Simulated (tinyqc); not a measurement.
Nucleation and growth of vacancy voids in a cooling silicon-like crystal: one step, computed by the program tinyqc. Command: `OMP_NUM_THREADS=1 python tinyqc.py 3026407 3026408 out.jsonl voids walk`. One thread of a shared host (Intel(R) Xeon(R) Processor @ 2.30GHz), about 0.3 s of CPU time with the checks.

Spherical voids; vacancies are lost only to voids.

Question. Nucleation rate at T with the initial excess. C_e = C_m exp[-(E_f/k_B)(1/T - 1/T_m)]; D = D0 exp(-E_m/(k_B T)); f = k_B T ln(C/C_e); r* = 2 gamma/(rho f); W* = 16 pi gamma^3/(3 rho^2 f^2); Z = f/sqrt(12 pi W* k_B T); I = rho Z (4 pi r* D C) exp(-W*/(k_B T)).

Inputs (values chosen for the exercise, for a model crystal):

| quantity | value | unit |
|---|---|---|
| vacancy density at the melting point C_m | 5.9e+14 | 1/cm^3 |
| formation energy E_f | 3.91 | eV |
| melting point T_m | 1685 | K |
| diffusion prefactor D0 | 0.00047 | cm^2/s |
| migration energy E_m | 0.49 | eV |
| site density rho | 5e+22 | 1/cm^3 |
| void surface energy gamma | 0.82 | J/m^2 |
| temperature of the worked step T | 1415 | K |

initial excess C = 2.20e+13 1/cm^3

Constants: k_B = 8.617333262e-05 eV/K; k_B = 1.380649e-23 J/K; e = 1.602176634e-19 C.

Give: C_e; D; driving force f; critical radius r*; W*/(k_B T); rate I.

Answer.

C_e = 3.462e+12 1/cm^3

D = 8.450e-06 cm^2/s

driving force f = 0.2255 eV

critical radius r* = 0.9080 nm

W*/(k_B T) = 144.9

rate I = 2.989e-40 1/(cm^3 s)

Cooling by 10 K multiplies I by 1.1e12: nucleation switches on within a narrow range of temperature.
